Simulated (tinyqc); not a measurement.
Planar ballistic transistor, top-of-the-barrier model: two steps of the calculation.

At the top of the source barrier, states moving towards the drain are filled by the source (Fermi level 0) and states moving back by the drain (Fermi level -q Vd); nothing scatters. U is the shift of the band edge there, set by the capacitances CG, CD and CS (the total) and by the charge. Parabolic two-dimensional band; the source is grounded.

Parameters, values chosen for the exercise; mass and valleys close to those of indium arsenide:
```
symbol,value,unit,meaning
T,400,K,temperature
m,0.0294,m0,effective mass
gv,1,,valley degeneracy
eox,3.9,,relative permittivity of the gate insulator
tox,2.8,nm,insulator thickness
aG,0.89,,gate control CG/CS
aD,0.09,,drain control CD/CS
E0,0.35,eV,band edge at the barrier top above the source Fermi level at zero bias
Vg,0.21,V,gate voltage
Vd,0.5,V,drain voltage
```

Constants: q = 1.602176634e-19 C, kB = 1.380649e-23 J/K, hbar = 1.054571817e-34 J s, m0 = 9.1093837015e-31 kg, Vt = kB T/q, eps0 = 8.8541878128e-14 F/cm where lengths are in cm. Results are converted to the units shown.

Question 1. Density of states, capacitances and charge at zero bias. N0 = gv m kB T/(pi hbar^2), CG = eps0 eox/tox, vT = sqrt(2 kB T/(pi m)), CS = CG/aG, n0 = n at U = 0 and Vd = 0. eta1 = -(E0 + U)/Vt, eta2 = eta1 - Vd/Vt, n = (N0/2)[F_0(eta1) + F_0(eta2)], F_0(x) = ln(1 + exp x). UL = -(aG Vg + aD Vd).

Give: N0; CG; CS; n0; UL.

Answer 1.

N0 = 4.2333e11 cm^-2
CG = 1.2333 uF/cm^2
CS = 1.3857 uF/cm^2
n0 = 1.6476e7 cm^-2
UL = -0.23190 eV

Question 2. Self-consistent potential at the barrier top. U(out) = UL + q (n - n0)/CS. Newton step: U(new) = U + (U(out) - U)/(1 + CQ/CS), CQ = (q/Vt) dn/d(eta1) with both F' summed; F_0'(x) = 1/(1 + exp(-x)).

U at the start (U = UL) = -0.2319 eV
N0 = 4.2332840e11 cm^-2
CS = 1.3856875 uF/cm^2
n0 = 1.6476427e7 cm^-2
UL = -0.2319 eV

Find: eta1; eta2; n; U(out); CQ; U after iteration 1.

Answer 2.

eta1 = -3.426
eta2 = -17.93
n = 6.772e9 cm^-2
U(out) = -0.2311 eV
CQ = 0.03098 uF/cm^2
U after iteration 1 = -0.2311 eV

Numbers from tinyqc (`OMP_NUM_THREADS=1 python tinyqc.py 2400104 2400105 out.jsonl`; about 0.01 s on one thread of a shared Intel Xeon 2.30GHz).
